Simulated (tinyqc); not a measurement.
Long-channel MOSFET, surface-potential model: transfer curve from weak to strong inversion.

n-channel transistor on a uniformly doped p-type body, gradual-channel approximation, constant mobility, Boltzmann statistics, full ionisation. Potentials are counted from the neutral body; V is the electron quasi-Fermi potential, Vsb at the source and Vsb + Vds at the drain. Charges are magnitudes per area.

ni = sqrt(Nc Nv) exp(-Eg/(2 Vt)), Eg in volts; phiF = Vt ln(Na/ni); Cox = eps0 eox/tox; gamma = sqrt(2 q eps0 eps_r Na)/Cox. The surface potential psi at channel potential V solves Vgs + Vsb - Vfb - psi = gamma sqrt(G), G = psi - Vt + Vt exp((psi - 2 phiF - V)/Vt). Charge sheet: Qi = Cox gamma [sqrt(G) - sqrt(psi - Vt)]; I = mu (W/L) [integral of Qi dpsi from psi_0 to psi_L (drift) + Vt (Qi0 - QiL) (diffusion)], with psi_0 at V = Vsb and psi_L at V = Vsb + Vds. Pao-Sah: Qi(V) = (Cox gamma/2) integral from 3 Vt to psi of exp((u - 2 phiF - V)/Vt)/sqrt(G(u, V)) du, and I = mu (W/L) integral of Qi dV from Vsb to Vsb + Vds. Square law: VT = Vfb + 2 phiF + gamma sqrt(2 phiF + Vsb), m = 1 + gamma/(2 sqrt(2 phiF + Vsb)), I = mu Cox (W/L) [(Vgs - VT) v - m v^2/2] with v the smaller of Vds and (Vgs - VT)/m, and zero below VT. gm = dI/dVgs of the charge-sheet current.

Parameters, values chosen for the exercise; material values close to those of silicon:

| symbol | value | unit | meaning |
|---|---|---|---|
| T | 293 | K | temperature |
| Eg | 1.1 | eV | band gap |
| eps_r | 11.5 |  | relative permittivity of the semiconductor |
| Nc | 2.65e19 | cm^-3 | conduction-band density of states at T |
| Nv | 2.55e19 | cm^-3 | valence-band density of states at T |
| Na | 1.3e17 | cm^-3 | acceptor density of the body |
| eox | 7.8 |  | relative permittivity of the gate insulator |
| tox | 6 | nm | insulator thickness |
| Vfb | -0.54 | V | flat-band voltage |
| mu | 250 | cm^2/(V s) | channel mobility |
| W | 5 | um | gate width |
| L | 2 | um | gate length |
| Vsb | 1 | V | source-body reverse bias |
| Vds | 2 | V | drain-source voltage |

Constants: q = 1.602176634e-19 C, kB = 1.380649e-23 J/K, Vt = kB T/q, eps0 = 8.8541878128e-14 F/cm where lengths are in cm. Results are converted to the units shown.

Transfer curve from weak to strong inversion:

| Vgs (V) | I, charge sheet (uA) | I, Pao-Sah (uA) | drift share (%) | gm/I (1/V) | I, square law (uA) |
|---|---|---|---|---|---|
| 0.33 | 1.740e-5 | 1.754e-5 | 0.001773 | 36.71 | 0 |
| 0.46 | 0.002068 | 0.002083 | 0.2102 | 36.74 | 0 |
| 0.58 | 0.1481 | 0.1500 | 11.79 | 32.23 | 0.6934 |
| 0.71 | 3.037 | 3.133 | 57.14 | 15.39 | 10.37 |
| 0.83 | 12.21 | 12.64 | 75.44 | 8.832 | 29.43 |
| 0.96 | 30.97 | 32.03 | 83.76 | 5.867 | 61.04 |
| 1.08 | 57.05 | 58.90 | 87.76 | 4.442 | 100.3 |
| 1.21 | 95.17 | 98.04 | 90.38 | 3.502 | 153.9 |
| 1.33 | 139.7 | 143.6 | 91.99 | 2.925 | 213.4 |

The charge-sheet current rises from 1.74e-5 to 140 uA. In the first row gm/I is 36.7 1/V, a swing of 62.7 mV a decade, against Vt ln 10 = 58.1 mV a decade for an ideal gate; in the last it is 2.93 1/V. Drift passes half of the current at Vgs = 0.71 V among the rows listed (VT = 0.535 V). The charge sheet departs most from Pao-Sah at Vgs = 0.83 V, where it is 3.4 % below it. In the last row the square law is 49 % above Pao-Sah. For Vgs = 0.83 to 1.33 V the surface electron density at the source passes 0.3 Nc, where degeneracy and quantisation, left out here, matter.

Numbers from tinyqc (`OMP_NUM_THREADS=1 python tinyqc.py 2360102 2360103 out.jsonl`; about 0.06 s on one thread of a shared Intel Xeon 2.30GHz).
